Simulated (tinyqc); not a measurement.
# Circular transfer-length structure: effects of single changes

A disc contact of radius r0 and a very wide ring contact from r1 = r0 + sp outwards lie on a thin layer; the metal has no resistance and the sheet resistance under the contacts equals Rsh.

Inputs (values chosen for the exercise):

| symbol | value | unit | meaning |
|---|---|---|---|
| Rsh | 660 | ohm/sq | sheet resistance of the semiconductor layer |
| rc | 8.8e-6 | ohm cm^2 | specific contact resistivity |
| r0 | 3.7 | um | radius of the inner contact |
| sp | 3.5 | um | gap between the contacts |

Each table varies one quantity; the others keep the values above.

## Resistance against gap

Transfer length Lt = sqrt(rc/Rsh). R = (Rsh/2 pi) [(Lt/r0) I0(r0/Lt)/I1(r0/Lt) + ln(r1/r0) + (Lt/r1) K0(r1/Lt)/K1(r1/Lt)] with modified Bessel functions; for r0 >> Lt both ratios tend to 1. The last column is Rsh (sp + 2 Lt)/(2 pi r0).

Resistance against gap:
```
sp (um),R (ohm),large-radius form (ohm),linear form (ohm)
0.19,72.40,69.22,70.96
0.29,74.46,71.11,73.80
0.46,77.87,74.25,78.62
0.73,83.07,79.08,86.29
1.1,89.80,85.39,96.79
1.8,101.5,96.48,116.7
2.8,116.2,110.6,145.1
4.4,136.1,130.1,190.5
```

What does the table show?

R rises from 72.4 to 136 ohm. The linear form is 2.0 % below it in the first row and 40 % above it in the last, where ln(1 + sp/r0) has bent well below sp/r0. A straight line through the end rows, read with the linear form, gives Rsh = 352 ohm/sq and Lt = 2.30 um, against 660 and 1.15.

## Effect of the inner radius

Same model as above.

Results:
```
r0 (um),r0/Lt,inner contact (ohm),rc/(pi r0^2) (ohm),Rsh Lt/(2 pi r0) (ohm)
0.37,0.3204,2072,2046,327.8
0.72,0.6235,566.2,540.3,168.5
1.4,1.212,167.7,142.9,86.64
2.7,2.338,60.20,38.42,44.92
10,8.660,12.90,2.801,12.13
19,16.45,6.587,0.7759,6.384
37,32.04,3.331,0.2046,3.278
```

Estimate the missing row, r0 = 5.2 um.

Computed row:
```
r0 (um),r0/Lt,inner contact (ohm),rc/(pi r0^2) (ohm),Rsh Lt/(2 pi r0) (ohm)
5.2,4.503,26.49,10.36,23.33
```

With this row back in the table: The inner contact goes as r0^(-1.95) between the first two rows, where it is 1.3 % above rc over the area, and as r0^(-1.02) between the last two, where it is 1.6 % above the rim form: a small disc uses its whole area, a large one only a rim of width Lt.

Program tinyqc, `OMP_NUM_THREADS=1 python tinyqc.py 2760166 2760167 out.jsonl`; Intel Xeon 2.30GHz, shared host, one thread, about 0.01 s.
